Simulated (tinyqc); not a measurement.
## MOSFET in the linear regime without short-channel effects, parameter extraction from computed curves: extraction methods against the temperature

Inversion charge Q = Cox n Vt W0(exp((Vg - VT)/(n Vt))), W0 the Lambert function and n = nf; u = Q/Cox; mobility mu = mu0/(1 + th1 u + th2 u^2); channel resistance Rch = (L - dL)/(W mu Q); Id = Vd/(Rch + Rsd/W). Cox = eps0 eox/tox. Small Vd, no channel-length or drain effects.

From the continuous curve Id(Vg): tangent at peak gm (V_ext = Vg - Id/gm); constant current Id = 0.1 uA W/L; peak of d2Id/dVg2; Y = Id/sqrt(gm) drawn through Vg = VT + 0.6 and VT + 0.8 V, with intercept VT_Y and slope s. Mobilities gm,max L/(W Cox Vd) and s^2 L/(W Cox Vd) with the drawn L. Last column: share of Rsd/W in the total resistance at VT + 0.8 V.

Inputs (values chosen for the exercise); channel values of the order met in silicon transistors:
- eox = 3.9 (relative permittivity of the gate insulator (close to silicon dioxide))
- tox = 5.3 nm (insulator thickness)
- mu0 = 230 cm^2/(V s) (low-field mobility)
- th1 = 0.63 1/V (first mobility attenuation factor)
- th2 = 0 1/V^2 (second mobility attenuation factor)
- VT = 0.36 V (threshold voltage)
- nf = 1.31 (body factor)
- W = 10 um (gate width)
- L = 0.048 um (drawn gate length)
- dL = 0.007 um (drawn less effective length)
- Rsd = 130 ohm um (source plus drain resistance)
- Vd = 0.025 V (drain voltage)

Constants: q = 1.602176634e-19 C, kB = 1.380649e-23 J/K, Vt = kB T/q, eps0 = 8.8541878128e-14 F/cm where lengths are in cm. Results are converted to the units shown.

Result of one run:
```
V_ext (V)	constant current (V)	second derivative (V)	VT_Y (V)	mobility from gm (cm^2/(V s))	mobility from Y (cm^2/(V s))	series share (%)
0.364	0.392	0.358	0.384	207	262	19.6
```

Which temperature T gave this result: 77, 150, 300 or 370 K?

T = 77 K.

The whole series:
```
T (K)	V_ext (V)	constant current (V)	second derivative (V)	VT_Y (V)	mobility from gm (cm^2/(V s))	mobility from Y (cm^2/(V s))	series share (%)
77	0.364	0.392	0.358	0.384	207	262	19.6
110	0.363	0.391	0.356	0.390	197	259	19.5
150	0.361	0.389	0.355	0.396	188	255	19.3
220	0.356	0.382	0.351	0.402	175	249	19.0
300	0.349	0.371	0.346	0.406	164	241	18.7
370	0.341	0.359	0.342	0.406	156	235	18.5
450	0.331	0.344	0.335	0.405	148	228	18.3
```

The model has VT = 0.36 V and mu0 = 230 cm^2/(V s). Over the table the extracted thresholds move by 32 mV (tangent), 48 mV (constant current), 23 mV (second derivative), 22 mV (Y function). The mobility from gm falls from 207 to 148 and that from Y falls from 262 to 228 cm^2/(V s).

Program tinyqc, `OMP_NUM_THREADS=1 python tinyqc.py 2210104 2210105 out.jsonl`; Intel Xeon 2.30GHz, shared host, one thread, about 0.01 s.
